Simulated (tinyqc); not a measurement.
A particle near a wafer in liquid: double-layer and van der Waals forces (DLVO), deposition barrier and removal: one step, computed by the program tinyqc. Command: `OMP_NUM_THREADS=1 python tinyqc.py 3113407 3113408 out.jsonl dlvo walk`. One thread of a shared host (Intel(R) Xeon(R) Processor @ 2.30GHz), about 0.01 s of CPU time with the checks.

Sphere and flat wall, Derjaguin approximation, constant potentials in the linear-superposition form, no retardation and no hydration force.

Task: Barrier and secondary minimum. U(h) = Z R exp(-kappa h) - A R/(6 h); F(h) = -dU/dh = kappa Z R exp(-kappa h) - A R/(6 h^2), positive for repulsion. F = 0 reads x^2 exp(-x) = y with x = kappa h and y = A kappa/(6 Z); the left side peaks at x = 2 with 4/e^2 = 0.5413, so roots exist for smaller y: x < 2 is the barrier, x > 2 the secondary minimum.

Inputs (values chosen for the exercise, of the order of those for silica on copper in water): particle radius R = 24 nm; Hamaker constant A = 3e-20 J; temperature T = 323 K.

kappa = 0.1338767 1/nm

Z = 15.61530 pN

Constants: k_B = 1.380649e-23 J/K.

Give: y; position of the barrier; barrier height; position of the secondary minimum; energy at the secondary minimum.

Result:

y = 0.04287

position of the barrier = 1.737 nm

barrier height = 51.11 k_B T

position of the secondary minimum = 52.72 nm

energy at the secondary minimum = -0.4381 k_B T

A barrier above 15 k_B T practically stops deposition.
